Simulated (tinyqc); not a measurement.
Doping from the ideality factor.

Inverse problem. For thermionic-field emission over a Schottky barrier the ideality factor is n = u coth(u) with u = E00/Vt and E00 = (hbar/2) sqrt(Nd/(me m0 eps0 eps_r)) in SI units (volts). Find u, E00 and Nd.

Values chosen for this exercise; band and dielectric values close to those of indium phosphide: temperature T = 350 K; electron mass me = 0.0812 m0; relative permittivity eps_r = 12.5.

Constants: q = 1.602176634e-19 C, kB = 1.380649e-23 J/K, eps0 = 8.8541878128e-12 F/m, hbar = 1.054571817e-34 J s, m0 = 9.1093837015e-31 kg, Vt = kB T/q. Results are converted to the units shown.

n = 2.9470817

Solution. u coth(u) rises steadily from 1, so n fixes u; the definition of E00 then gives Nd.

u = 2.930
E00 = 88.38 meV
Nd = 2.300e19 cm^-3

tinyqc, about 0.02 s, one thread, Intel Xeon 2.30GHz (shared host): `OMP_NUM_THREADS=1 python tinyqc.py 2640014 2640015 out.jsonl`
